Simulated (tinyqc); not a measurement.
Occupation against the Fermi level: defect-molecule model of a vacancy with Jahn-Teller distortion.

Four dangling hybrids a, b, c, d point into the vacancy: H_ii = E0, and -gm between any two. A tetragonal distortion Q pairs a with b and c with d: those two couplings become -gm - I Q and the other four -gm + I Q/2, at an elastic cost k Q^2/2. The a1 level holds two electrons; charge states 2+, + and 0 put n = 0, 1, 2 more into the lowest level of t2 origin. Energy from the 2+ state at Q = 0, with the Fermi level mu counted from Ev: W_n(Q) = n (et - 2 I Q) + k Q^2/2 + Uc n (n - 1)/2 - n mu. et = E0 + gm is the undistorted t2 level.

Constants: kB = 8.617333262e-05 eV/K.

Parameters, chosen for this exercise (of the size used for the vacancy in silicon; the results hold for these values, not for the real material):
- E0 = 0.11 eV (level of a dangling hybrid, from Ev)
- gm = 0.29 eV (coupling between two dangling hybrids)
- I = 1.16 eV/angstrom (Jahn-Teller coupling)
- k = 15.9 eV/angstrom^2 (force constant of the mode)
- Uc = 0.22 eV (repulsion of two electrons in one orbital)
- T = 200 K (temperature)
- mu1 = 0.05 eV (first Fermi level)

Weights g_n exp(-W_n/kT) with W_n = n et - n^2 E_JT + Uc n (n - 1)/2 - n mu, E_JT = 2 I^2/k, degeneracies 1, 6 (spin and three axes) and 3; mu = mu1 + 0.03 j eV.

Shares:

| mu (eV) | 2+ | + | 0 | mean charge |
|---|---|---|---|---|
| 0.05 | 0.9998 | 0.0002 | 0.0000 | 1.9998 |
| 0.08 | 0.9990 | 0.0010 | 0.0001 | 1.9989 |
| 0.11 | 0.9922 | 0.0054 | 0.0024 | 1.9899 |
| 0.17 | 0.2701 | 0.0478 | 0.6821 | 0.5880 |
| 0.20 | 0.0119 | 0.0120 | 0.9761 | 0.0358 |
| 0.23 | 0.0004 | 0.0021 | 0.9975 | 0.0029 |
| 0.26 | 0.0000 | 0.0004 | 0.9996 | 0.0004 |
| 0.29 | 0.0000 | 0.0001 | 0.9999 | 0.0001 |

Give the missing row, mu (eV) = 0.14.

Computed row:
```
mu (eV)      2+       +       0  mean charge
0.14     0.9020  0.0280  0.0701       1.8319
```

U_eff = Uc - 2 E_JT = -0.119 eV and kT = 17.2 meV. The + state reaches at most 4.78 % on these rows, at mu = 0.17 eV. It is the only paramagnetic state, so such a defect shows little spin resonance in the dark. The mean charge goes from 2.00 to 0.00.

Computed by tinyqc, a small Python program: `OMP_NUM_THREADS=1 python tinyqc.py 1480481 1480482 out.jsonl` (the numbers bound the seed that draws the inputs); one thread of a shared host (Intel(R) Xeon(R) Processor @ 2.30GHz), about 0.01 s for the whole set of steps.
